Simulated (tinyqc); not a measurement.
# Metal-interlayer-semiconductor contact, depinning against tunnelling resistance, step by step

tinyqc, about 0.02 s, one thread, Intel Xeon 2.30GHz (shared host): `OMP_NUM_THREADS=1 python tinyqc.py 2270014 2270015 out.jsonl` Printed values are rounded.

Zero bias, n-type semiconductor. Gap states at the semiconductor surface thin out as exp(-be ti), which unpins the barrier; electrons must then cross the interlayer (a rectangular barrier, no voltage drop across it) and the parabolic depleted layer, both by WKB. Energies E are counted from the Fermi level; no image force, parabolic bands.

Parameters, values chosen for the exercise; semiconductor values close to those of 4H silicon carbide; interlayer mass of the order of that in hafnium oxide, offset chosen freely: temperature T = 300 K; band gap Eg = 3.25 eV; relative permittivity eps_r = 10.1; electron affinity chi = 3.46 eV; conduction-band density of states at T Nc = 1.7e19 cm^-3; tunnelling mass in the semiconductor mt = 0.204 m0; Richardson mass mA = 0.366 m0; donor density Nd = 2.9e19 cm^-3; charge-neutrality level above the valence band E0 = 1.9 eV; pinning factor without interlayer S0 = 0.64; metal work function phiM = 3.82 eV; interlayer thickness ti = 1.3 nm; conduction-band offset of the interlayer above the semiconductor dE = 1.57 eV; tunnelling mass in the interlayer mi = 0.2 m0; decay constant of gap states through the interlayer be = 2.4 1/nm.

Constants: q = 1.602176634e-19 C, kB = 1.380649e-23 J/K, eps0 = 8.8541878128e-12 F/m, hbar = 1.054571817e-34 J s, h = 6.62607015e-34 J s, m0 = 9.1093837015e-31 kg, Vt = kB T/q, hbar^2/(2 m0) = 0.0380998212 eV nm^2. Results are converted to the units shown.

Range of the model: The depletion charge would drop about 0.14 V across such an interlayer (eps_r near 20) at ti = 1.3 nm and Nd = 2.9e19 cm^-3, against a band bending of 0.41 V; this model leaves that drop out.

## Pinning, barrier and scales

S = 1/(1 + (1/S0 - 1) exp(-be ti)); phiB = S (phiM - chi) + (1 - S)(Eg - E0); xi = Ec - EF deep inside, from Nd = Nc F(-xi/Vt), F(x) = (2/sqrt(pi)) int_0^infinity sqrt(u) du/(1 + exp(u - x)); band bending U = phiB - xi; E00 = (hbar/2) sqrt(Nd/(eps0 eps_r mt m0)) in volts; A = 4 pi q mA m0 kB^2/h^3.

S = 0.975764
phiB = 0.383994 eV
xi = -0.0290447 eV
U = 0.413039 eV
E00 = 0.0696547 eV
A = 43.9834 A/(cm^2 K^2)

The interlayer moves the barrier from 0.716 eV to 0.384 eV; the unpinned limit is phiM - chi = 0.360 eV. E00/Vt = 2.69: by the usual rule of thumb (0.5 to 5) thermionic-field emission.

## Exponents and integrand on an energy grid

```
point,E (eV)
0,-0.02
1,0.00917
2,0.03833
3,0.0675
4,0.09667
5,0.12583
6,0.155
7,0.18417
8,0.21333
9,0.2425
10,0.27167
11,0.30083
12,0.33
```

With U = phiB - xi: for xi < E < phiB, y = (E - xi)/U and G1 = (U/E00) [sqrt(1 - y) - y ln((1 + sqrt(1 - y))/sqrt(y))], G1 = 0 above phiB; G2 = 2 ti sqrt(mi max(phiB + dE - E, 0)/C), C = hbar^2/(2 m0); f = 1/(1 + exp(E/Vt)); integrand exp(-G1 - G2) f.

```
point,G1,G2,f,integrand (1e-7)
0,5.52713,8.36951,0.684307,6.30986
1,4.62875,8.30744,0.412240,9.93203
2,3.91934,8.24492,0.185024,9.64623
3,3.31184,8.18191,0.0684328,6.97579
4,2.77762,8.11841,0.0232174,4.30260
5,2.30226,8.05442,0.00763520,2.42644
6,1.87686,7.98991,0.00248333,1.28810
7,1.49619,7.92487,8.04879e-4,0.65195
8,1.15694,7.85931,2.60676e-4,0.31651
9,0.85686,7.79318,8.43612e-5,0.14773
10,0.59532,7.72648,2.72981e-5,0.06638
11,0.37295,7.65923,8.83638e-6,0.02870
12,0.19203,7.59135,2.85919e-6,0.01191
```

## Contact resistivity

1/rho_c = (A T^2/Vt^2) I, with I the trapezoid sum of the integrand over the grid.

I = 1.13584e-7 eV
rho_c = 0.0014864 ohm cm^2

A fine grid from xi upwards gives rho_c = 0.001409 ohm cm^2; the coarse value is 5.5 % above it. The integrand peaks at E = 0.021 eV, and 0.0047 % of the current flows above phiB. Tunnelling through the interlayer costs a factor of 3740 at this barrier height; the bare contact (ti = 0) has rho_c = 3.12e-5 ohm cm^2, so with the interlayer rho_c is 45.2 times that.
